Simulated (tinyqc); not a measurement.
## On-chip interconnect, size-dependent resistivity and RC delay: course in time

A rectangular line between two neighbours and two ground planes. Surface and grain-boundary scattering are added to the bulk resistivity as corrections; capacitances are parallel-plate values without fringing; inductance is ignored.

7 equal pi sections: series Rs = r Lw/7; node capacitances c Lw/7, halved at nodes 0 and 7, with Cl added to node 7; Rd feeds node 0. Elmore delay of node k: the sum, over the resistors on the path to k, of resistance times all capacitance downstream of it.

A 1 V step is applied behind Rd at t = 0. C dv/dt = -G v + b, with G the conductance matrix of the ladder (1/Rs between neighbours, 1/Rd added at node 0) and b = (1 V/Rd, 0, ...). Trapezoidal step: (C/dt + G/2) v(new) = (C/dt - G/2) v + b. The last column solves the same ladder exactly by its modes.

Values chosen for this exercise:
- Rd = 7000 ohm (driver resistance)
- dt = 100 ps (time step)

Rs = 1584.10 ohm

| node | C (fF) |
|---|---|
| 0 | 2.40815 |
| 1 | 4.81631 |
| 2 | 4.81631 |
| 3 | 4.81631 |
| 4 | 4.81631 |
| 5 | 4.81631 |
| 6 | 4.81631 |
| 7 | 2.47415 |

Voltages (V):

| t (ps) | node 0 | node 3 | node 7 | node 7, exact |
|---|---|---|---|---|
| 100.0 | 0.729 | 0.2365 | 0.0954 | 0.1222 |
| 200.0 | 0.502 | 0.4603 | 0.3199 | 0.3243 |
| 300.0 | 0.834 | 0.5500 | 0.4946 | 0.4838 |
| 400.0 | 0.701 | 0.6849 | 0.6027 | 0.6058 |
| 500.0 | 0.917 | 0.7412 | 0.7047 | 0.6990 |
| 600.0 | 0.813 | 0.8143 | 0.7709 | 0.7702 |
| 700.0 | 0.964 | 0.8518 | 0.8270 | 0.8245 |
| 800.0 | 0.879 | 0.8903 | 0.8679 | 0.8660 |
| 900.0 | 0.990 | 0.9154 | 0.8988 | 0.8977 |
| 1000 | 0.920 | 0.9350 | 0.9237 | 0.9219 |
| 1100 | 1.004 | 0.9519 | 0.9409 | 0.9403 |
| 1200 | 0.945 | 0.9613 | 0.9558 | 0.9544 |

What do the numbers show?

The far end of the ladder reaches 0.5 V at 311.8 ps, 0.735 of its Elmore delay (ln 2 = 0.693 for a single pole); the slowest mode has a time constant of 370.8 ps. The largest error of the trapezoidal steps at that node is 27 mV. Node 0 swings up and down from step to step: the trapezoidal rule does not damp modes much faster than dt, so these swings are numerical.

Numbers from tinyqc (`OMP_NUM_THREADS=1 python tinyqc.py 2100155 2100156 out.jsonl`; about 0.01 s on one thread of a shared Intel Xeon 2.30GHz).
